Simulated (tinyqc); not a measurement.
From results back to parameters: thin-film optics by transfer matrices. Two cases, with inputs chosen for the exercise.

Problem. A bare substrate in air: with rho = tan(Psi) exp(i Delta), Delta = 180 degrees at small angles on a dielectric, conj(eps) = sin^2(theta) [1 + tan^2(theta) ((1 - rho)/(1 + rho))^2], and n + i k = sqrt(eps).

Find: rho; eps; n; k.

Method. Form rho, insert it, conjugate, and take the root with k >= 0.

Case 1.

Values chosen (out of a larger set: indices near those of resist, ARC, SiO2 on polySi; not measured data): lam = 248 nm (vacuum wavelength); theta_e = 75 degrees (angle of the ellipsometer).

Psi = 30.6453 degrees
Delta = 84.2956 degrees

Solution.

rho = 0.0589+0.5895i
eps = -4.90+9.22i
n = 1.664
k = 2.770

Case 2.

Values chosen (out of a larger set: indices near those of Si3N4 on Si; not measured data): lam = 193 nm (vacuum wavelength); theta_e = 75 degrees (angle of the ellipsometer).

Psi = 37.0745 degrees
Delta = 78.0846 degrees

Solution.

rho = 0.1560+0.7393i
eps = -6.41+4.65i
n = 0.869
k = 2.676

Computed by tinyqc, one run a case: `OMP_NUM_THREADS=1 python tinyqc.py N N+1 out.jsonl` with N = 1651244, 1651255; one thread of a shared Intel(R) Xeon(R) Processor @ 2.30GHz, about 0.01 s a run at most.
